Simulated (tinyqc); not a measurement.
## Trench capacitor in an array: capacitance, non-linearity, leakage and relaxation: cell against the diameter of the hole

A film between two metal electrodes, each interface adding a series capacitance ci. The small-signal permittivity is ek (1 + aq E^2); the field is found with the linear permittivity. Leakage J = J0 sinh(E/Ef). After a voltage step the film passes a relaxation current kr C V tt^(-nr), tt being the time in seconds. The sidewall is a coaxial capacitor with radii a = dm/2 - t and b = dm/2, depth AR dm; the end face is left out.

Per length 1/c = ln(b/a)/(2 pi eps0 ek) + (1/a + 1/b)/(2 pi ci); cell capacitance c AR dm; per footprint over pt^2; fields c V/(2 pi eps0 ek r) at r = a and b; resistance of the inner electrode rho AR dm/(pi a^2); time constant R C/3 of the distributed line. The pitch is scaled as pt dm/(50 nm).

Values chosen for this exercise; permittivity of the order of that of silicon nitride:

| symbol | value | unit | meaning |
|---|---|---|---|
| ek | 7.63 |  | relative permittivity of the film |
| t | 8.8 | nm | film thickness |
| ci | 1000 | uF/cm^2 | capacitance of each electrode interface (dead layer and screening) |
| V | 0.6 | V | bias |
| AR | 10 |  | aspect ratio, depth over diameter |
| pt | 78 | nm | pitch of the square array |
| rho | 110 | uohm cm | resistivity of the inner electrode |

Constants: eps0 = 8.8541878128e-14 F/cm where lengths are in cm. Results are converted to the units shown.

Cell against the diameter of the hole:
```
dm (nm)	cell capacitance (fF)	per footprint (uF/cm^2)	field at a (MV/cm)	field at b (MV/cm)	R (kohm)	R C/3 (ps)
23	0.06723	5.222	1.530	0.3593	11.05	0.2476
31	0.1566	6.697	1.066	0.4607	2.418	0.1262
41	0.3098	7.573	0.9129	0.5210	1.049	0.1083
55	0.6044	8.210	0.8307	0.5648	0.5507	0.1109
73	1.121	8.647	0.7839	0.5949	0.3331	0.1245
98	2.098	8.977	0.7528	0.6176	0.2123	0.1485
130	3.788	9.209	0.7328	0.6336	0.1441	0.1819
180	7.414	9.403	0.7170	0.6469	0.09559	0.2362
```

As dm goes from 23 to 180, the cell capacitance rises from 0.0672 to 7.41 fF, the capacitance per footprint rises from 5.22 to 9.40 uF/cm^2, the ratio of the two fields falls from 4.26 to 1.11 and R C/3 goes from 0.248 through a minimum of 0.108 (at dm = 41 among the rows listed) to 0.236 ps; the time constant goes as dm^(-2.26) between the first two rows and dm^(0.80) between the last two.

Computed by the program tinyqc: `OMP_NUM_THREADS=1 python tinyqc.py 2102089 2102090 out.jsonl`, one thread of a shared Intel Xeon 2.30GHz, about 0.01 s for the whole run.
